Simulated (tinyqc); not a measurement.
## Avrami exponent and activation energy from three anneals

Problem. Isothermal crystallisation follows X = 1 - exp(-(k t)^n) with k proportional to exp(-Ec q/(kB T)). Find n, k at both temperatures and Ec.

Constants: q = 1.602176634e-19 C, kB = 1.380649e-23 J/K. Results are converted to the units shown.

X at (421 K, 380 s), (421 K, 760 s) and (441 K, 45 s): 0.24658970  0.79844878  0.44401773

Solution. -ln(1 - X) = (k t)^n: the two times give n, and the two rates give Ec.

n = 2.500
k at 421 K = 0.001589 1/s
k at 441 K = 0.01796 1/s
Ec = 1.940 eV

Numbers from tinyqc (`OMP_NUM_THREADS=1 python tinyqc.py 2490109 2490110 out.jsonl`; about 0.01 s on one thread of a shared Intel Xeon 2.30GHz).
